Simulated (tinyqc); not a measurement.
One level coupled to a phonon between two leads, self-consistent Born approximation: one step of the calculation.

Wide-band leads with mu_L = +V/2 and mu_R = -V/2; phonons in equilibrium, Nq = 1/(exp(w0/kB T) - 1). Scattering links only energies that differ by w0, so a ladder E_k = E1 + k w0 closes on itself; terms that reach past its ends are dropped. Gn and Gp are the electron and hole parts of the spectral function A = Gn + Gp.

Task. Scattering functions. Sin(E) = M^2 [(Nq + 1) Gn(E + w0) + Nq Gn(E - w0)], Sout(E) = M^2 [(Nq + 1) Gp(E - w0) + Nq Gp(E + w0)]. Nq = 1/(exp(w0/kB T) - 1).

Values chosen for this exercise: temperature of leads and phonons T = 77 K; phonon energy w0 = 120 meV; electron-phonon matrix element M = 26 meV.

Constants: q = 1.602176634e-19 C, kB = 1.380649e-23 J/K, Vt = kB T/q. Results are converted to the units shown.

```
rung  Gn after iteration 1 (1/meV)  Gp after iteration 1 (1/meV)
0                      0.016372634                  1.6940216e-6
1                     0.0030162775                   0.013896464
2                    1.2351072e-11                  0.0036968771
3                    6.4588009e-20                  0.0013725917
4                    4.6519790e-28                  7.0668680e-4
5                    3.9545680e-36                  4.2942572e-4
6                    3.7122529e-44                  2.8815511e-4
```

Wanted: Sin; Sout.

Result.

```
rung  Sin (meV)  Sout (meV)
0         2.039    1.314e-7
1      1.632e-7    0.001145
2      2.852e-8       9.394
3     1.168e-16       2.499
4     6.108e-25      0.9279
5     4.399e-33      0.4777
6     3.740e-41      0.2903
```

Range of the model: The self-consistent Born approximation keeps only non-crossing phonon lines and no Hartree shift; it is rough once the coupling nears the phonon energy.

Computed by the program tinyqc: `OMP_NUM_THREADS=1 python tinyqc.py 2720122 2720123 out.jsonl`, one thread of a shared Intel Xeon 2.30GHz, about 0.2 s for the whole run.
